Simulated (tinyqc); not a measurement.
From results back to parameters: band gaps under pressure and temperature from deformation potentials. Four cases, with inputs chosen for the exercise.

Problem. A gap moves by a ln(V/V0) with V/V0 = (1 + Bp P/B0)^(-1/Bp). B0 and the shifts at two pressures are given.

Find: ratio of the shifts; Bp; a.

Method. The ratio of the shifts, ln(1 + Bp P2/B0)/ln(1 + Bp P1/B0), falls steadily from P2/P1 as Bp grows and so fixes Bp; then a = -shift x Bp/ln(1 + Bp P/B0).

Case 1.

Values chosen (out of a larger set: near those of InP, the X and L potentials typical of such crystals; not measured data): P12 = (4, 8) GPa (two pressures).

B0 = 70.9000 GPa

shifts at the two pressures (eV): 0.3285971  0.5994236

Solution.

ratio of the shifts = 1.8242
Bp = 4.20
a = -6.49 eV

Case 2.

Values chosen (out of a larger set: near those of GaAs, the X and L potentials typical of such crystals; not measured data): P12 = (6, 10) GPa (two pressures).

B0 = 78.6333 GPa

shifts at the two pressures (eV): 0.5433268  0.8312559

Solution.

ratio of the shifts = 1.5299
Bp = 4.65
a = -8.32 eV

Case 3.

Values chosen (out of a larger set: near those of GaAs, the X and L potentials typical of such crystals; not measured data): P12 = (1.5, 8) GPa (two pressures).

B0 = 77.9333 GPa

shifts at the two pressures (eV): 0.1564998  0.7204189

Solution.

ratio of the shifts = 4.6033
Bp = 4.26
a = -8.46 eV

Case 4.

Values chosen (out of a larger set: near those of Si, the X and L potentials typical of such crystals; not measured data): P12 = (2, 8) GPa (two pressures).

B0 = 98.7333 GPa

shifts at the two pressures (eV): 0.2439259  0.8617987

Solution.

ratio of the shifts = 3.5330
Bp = 4.90
a = -12.63 eV

Computed by tinyqc, one run a case: `OMP_NUM_THREADS=1 python tinyqc.py N N+1 out.jsonl` with N = 1050934, 1050963, 1050966, 1050985; one thread of a shared Intel(R) Xeon(R) Processor @ 2.30GHz, about 0.01 s a run at most.
